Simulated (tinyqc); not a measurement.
RHF in the 6-31g basis, for He, spin multiplicity 1, step by step. Computed by tinyqc, a small Python program that keeps every step (integrals from PySCF). Settings: charge = 0, multiplicity = 1, basis = 6-31g, energy threshold = 1e-09, iteration cap = 63, orthogonalisation = symmetric, start = core, DIIS depth = 8, method = RHF. Command: `OMP_NUM_THREADS=1 python tinyqc.py 30857 30858 out.jsonl` (the two numbers bound the seeds that draw the settings). One thread of a shared host (Intel(R) Xeon(R) Processor @ 2.60GHz), about 0.04 s of CPU time with the checks.

Geometry (angstrom):
```
atom        x        y        z
He    0.00000  0.00000  0.00000
```

Stop when the energy changes by less than 1e-09 hartree and every element of the error matrix X^T (F D S - S D F) X is below 9e-06.

Course of the cycle:
```
iteration  E (hartree)     change  largest element of the error matrix
1           -2.7419068          -                             6.75e-01
2           -2.8544117  -1.13e-01                             5.65e-02
3           -2.8551604  -7.49e-04                             3.65e-04
4           -2.8551604  -2.48e-08                             1.65e-04
5           -2.8551604  -3.70e-09                             1.06e-04
6           -2.8551604  -1.20e-09                             7.83e-05
7           -2.8551604  -5.34e-10                             6.20e-05
8           -2.8551604  -2.83e-10                             5.13e-05
9           -2.8551604  -1.68e-10                             4.38e-05
10          -2.8551604  -4.48e-10                             5.49e-08
```

Can the last value be used, and what does the course show?

Yes. Converged in 10 iterations. PySCF RHF in the same basis = -2.8551604 hartree.
